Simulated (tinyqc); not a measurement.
# From amplitude back to period of the pattern

Model: rapid thermal processing of a wafer: radiative balance, ramp and cooling, pattern effects, pyrometer error and spike budget. Computed by tinyqc, a small Python program. Command: `OMP_NUM_THREADS=1 python tinyqc.py 3113879 3113880 out.jsonl rtp inv`. One thread of a shared host (Intel(R) Xeon(R) Processor @ 2.30GHz), about 0.04 s of CPU time with the checks.

The wafer is opaque and uniform through its thickness unless said otherwise; temperatures in formulas are in kelvin (C + 273.15). sigma = 5.670374419e-12 W/(cm^2 K^4).

Inputs (values chosen for the exercise, modelled on a hot silicon wafer):
```
quantity                                              value         unit
wafer thickness d                                       725   micrometre
heat capacity per volume C                             2.01   J/(cm^3 K)
thermal conductivity k                                 0.21     W/(cm K)
emissivity eps of each face                            0.59            -
reflectivity of the chamber walls r                    0.35            -
gas heat-transfer coefficient h, both faces together   0.71  mW/(cm^2 K)
wall temperature T_w                                    350            K
process temperature                                    1130            C
ramp rate                                                24          K/s
relative change of absorptivity over a pattern          6.7            %
activation energy of the process E_a                   3.46           eV
```

Constants: k_B = 8.617333262e-05 eV/K.

Method:
- Effective emissivity between parallel grey plates: eps_eff = 1/(1/eps + 1/(1 - r) - 1). Loss per area q(T) = 2 eps_eff sigma (T^4 - T_w^4) + h (T - T_w).
- Absorbed power during a ramp = q(T) + C d x ramp rate; thermal time constant tau = C d/(dq/dT), dq/dT = 8 eps_eff sigma T^3 + h; natural cooling rate q/(C d); front-to-back difference under one-sided heating at the end of the ramp = (absorbed power) d/(2 k).
- At steady state a sinusoidal change of absorbed power of relative amplitude a and period p gives the temperature amplitude a q/(dq/dT + k d (2 pi/p)^2); healing length l = sqrt(k d/(dq/dT)); process change = E_a dT/(k_B T^2). Emissivity is taken as unchanged.

Question. A run gave the result below. Find the period of the pattern, known to lie between 2 and 6.6 mm.

amplitude = 0.3323466 K

Answer.

Each step takes the trial c = (a f_b - b f_a)/(f_b - f_a), f being the result less the target and a, b, c the logarithms of the listed values; c replaces end b, the old b replaces a if the sign of f changed, and otherwise f_a is halved.

Scan of the range:
```
period of the pattern (mm)  amplitude (K)
2.00                             0.090416
2.44                             0.134328
2.98                             0.199814
3.63                             0.295298
4.43                             0.437167
5.41                             0.646197
6.60                             0.949261
```

False position (Illinois rule, in the logarithm of the input) inside the bracket:
```
step    end a    end b    trial  amplitude (K)
1     3.63000  4.43000  3.82380       0.327229
2     4.43000  3.82380  3.85008       0.331681
3     4.43000  3.85008  3.85687       0.332834
4     3.85008  3.85687  3.85400       0.332346
5     3.85687  3.85400  3.85400       0.332347
6     3.85687  3.85400  3.85400       0.332347
7     3.85400  3.85400  3.85400       0.332347
```

Amplitude rises at every point of a 13-point scan of the range (every second point is shown), so one value fits; it is bracketed by 3.63 and 4.43. Answer: period of the pattern = 3.854 mm.
